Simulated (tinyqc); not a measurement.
## Transit time and capacitance from two cut-off frequencies

Problem. 1/(2 pi fT) = tauF + Vt C/JC, C the sum of the junction capacitances per area. Find C, tauF and the limit of fT at high current.

Inputs (values chosen for the exercise):
- T = 300 K (temperature)

Constants: q = 1.602176634e-19 C, kB = 1.380649e-23 J/K, Vt = kB T/q. Results are converted to the units shown.

JC (mA/um^2): [0.014, 0.66]
fT (GHz): [9.1953675, 30.195193]

Solution. The delay is a straight line in 1/JC with slope Vt C and intercept tauF.

C = 6.66 fF/um^2
tauF = 5.01 ps
limit of fT = 31.8 GHz

tinyqc, about 0.01 s, one thread, Intel Xeon 2.30GHz (shared host): `OMP_NUM_THREADS=1 python tinyqc.py 2320062 2320063 out.jsonl`
